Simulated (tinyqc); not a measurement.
# Inputs raised by 2 %, one at a time

Model: hydrogen passivation of interface dangling bonds: competing passivation and dissociation with distributed barriers. Computed by tinyqc, a small Python program. Command: `OMP_NUM_THREADS=1 python tinyqc.py 3030610 3030611 out.jsonl passiv sens`. One thread of a shared host (Intel(R) Xeon(R) Processor @ 2.30GHz), about 0.2 s of CPU time with the checks.

P_b + H2 gives P_bH + H at the rate k_f [H2]; P_bH gives P_b + H at the rate k_d. All defects start unpassivated. E_f and E_d are Gaussian and independent.

Inputs (values chosen for the exercise, close to those used for P_b centres at the silicon-oxide interface):
```
quantity                                      value          unit
defect density N0                           1.7e+12        1/cm^2
passivation prefactor k_f0                  3.9e-08        cm^3/s
mean passivation barrier E_f                   1.67            eV
spread sigma_f                                0.029            eV
dissociation prefactor k_d0                 3.9e+12           1/s
mean dissociation barrier E_d                   2.6            eV
spread sigma_d                                 0.08            eV
H2 in the oxide per atm, solubility factor  1.3e+18  1/(cm^3 atm)
hydrogen pressure p                             0.1           atm
anneal temperature T                            650             C
anneal time t                                   250             s
oxide thickness                                 4.7            nm
```

Constants: k_B = 8.617333262e-05 eV/K; e = 1.602176634e-19 C; eps_0 = 8.8541878128e-12 F/m.

Method:
- [H2] = solubility factor x p; a = k_f0 [H2] exp(-E_f/(k_B T)), d = k_d0 exp(-E_d/(k_B T)). For one pair of barriers the active share is y = [d + a exp(-(a + d) t)]/(a + d).
- Temperatures in kelvin are T(C) + 273.15.
- Average y over both Gaussians with 40 x 40 Gauss-Hermite points.
- Active density N0 y; threshold shift if each active defect holds one charge, e N0 y t_ox/(3.9 eps_0).
- Minimise the averaged y over T between 150 and 900 C: find where ln y is equal at T - 0.05 and T + 0.05 C; T is rounded to 0.1 C.

Runs:
```
input moved                             from         to  active share y  active share, single barriers  least active share  threshold shift (mV)
base run                                   -          -        0.011039                      0.0063987           0.0016111                4.0924
passivation prefactor k_f0 (cm^3/s)  3.9e-08  3.978e-08        0.010829                      0.0062741           0.0015685                4.0146
spread sigma_f (eV)                    0.029    0.02958        0.011066                      0.0063987           0.0016307                4.1024
dissociation prefactor k_d0 (1/s)    3.9e+12  3.978e+12        0.011253                      0.0065259           0.0016406                4.1716
spread sigma_d (eV)                     0.08     0.0816        0.011246                      0.0063987           0.0016540                4.1691
hydrogen pressure p (atm)                0.1      0.102        0.010829                      0.0062741           0.0015685                4.0146
anneal time t (s)                        250        255        0.011039                      0.0063987           0.0015973                4.0924
```

Exponents ln(y'/y) / ln(x'/x):
```
input                        active share y  active share, single barriers  least active share  threshold shift
passivation prefactor k_f0           -0.969                         -0.994              -1.351           -0.969
spread sigma_f                        0.124                          0.000               0.612            0.124
dissociation prefactor k_d0           0.969                          0.994               0.916            0.969
spread sigma_d                        0.938                          0.000               1.329            0.938
hydrogen pressure p                  -0.969                         -0.994              -1.351           -0.969
anneal time t                         0.000                          0.000              -0.434            0.000
```

To which inputs is each result most sensitive?

Among the inputs moved here: active share y answers most in size to passivation prefactor k_f0 (exponent -0.969), and about equally to dissociation prefactor k_d0 (+0.969), hydrogen pressure p (-0.969); its exponent is below 0.0005 for anneal time t. Its exponent +0.969 in dissociation prefactor k_d0: steady balance d/a. Its exponent -0.969 in hydrogen pressure p: steady balance d/a. Active share, single barriers answers most in size to passivation prefactor k_f0 (exponent -0.994), and about equally to dissociation prefactor k_d0 (+0.994), hydrogen pressure p (-0.994); its exponent is below 0.0005 for spread sigma_f, spread sigma_d, anneal time t. Least active share answers most in size to passivation prefactor k_f0 (exponent -1.351), and about equally to hydrogen pressure p (-1.351), spread sigma_d (+1.329). Threshold shift answers most in size to passivation prefactor k_f0 (exponent -0.969), and about equally to dissociation prefactor k_d0 (+0.969), hydrogen pressure p (-0.969); its exponent is below 0.0005 for anneal time t.

Caution (all rows): atomic hydrogen, which both passivates and depassivates, and further passivation during cooling are left out.
